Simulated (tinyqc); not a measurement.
CIS and TDHF on RHF in the sto-6g basis, frozen core, for BeH+, spin multiplicity 1, step by step. One step of it, computed by the program tinyqc.

Question. CIS matrix, singlets. A(ia,jb) = (e_a - e_i) d_ij d_ab + 2 (ia|jb) - (ij|ab).

orbital energies (hartree): [-5.099030, -0.766390, -0.268778, -0.152323, -0.152323, 0.433033]

Two-electron integrals over orbitals (pq|rs), unique and non-zero (hartree); the lowest 1 orbital is frozen and left out:
```
(22|22) 0.556637    (32|22) -0.064068   (32|32) 0.027583    (33|22) 0.320863
(33|32) 0.024126    (33|33) 0.478310    (42|42) 0.042431    (43|42) 0.029806
(43|43) 0.053088    (44|22) 0.377357    (44|32) 0.014000    (44|33) 0.402177
(44|44) 0.450117    (52|52) 0.042431    (53|52) 0.029806    (53|53) 0.053088
(54|54) 0.024258    (55|22) 0.377357    (55|32) 0.014000    (55|33) 0.402177
(55|44) 0.401601    (55|55) 0.450117    (62|22) 0.078103    (62|32) -0.043638
(62|33) -0.027273   (62|44) -0.045507   (62|55) -0.045507   (62|62) 0.122767
(63|22) -0.056383   (63|32) 0.022440    (63|33) 0.057296    (63|44) 0.011855
(63|55) 0.011855    (63|62) -0.041732   (63|63) 0.043030    (64|42) -0.030704
(64|43) -0.016780   (64|64) 0.027950    (65|52) -0.030704   (65|53) -0.016780
(65|65) 0.027950    (66|22) 0.544834    (66|32) -0.060025   (66|33) 0.353186
(66|44) 0.381835    (66|55) 0.381835    (66|62) 0.104371    (66|63) -0.051960
(66|66) 0.576958
```

Give: CIS matrix A, singlet.

Answer.

CIS matrix A, singlet (hartree), order 2>3, 2>4, 2>5, 2>6:
```
[[0.2319, 0.0000, 0.0000, -0.0309],
 [0.0000, 0.3216, 0.0000, 0.0000],
 [0.0000, 0.0000, 0.3216, 0.0000],
 [-0.0309, 0.0000, 0.0000, 0.9001]]
```
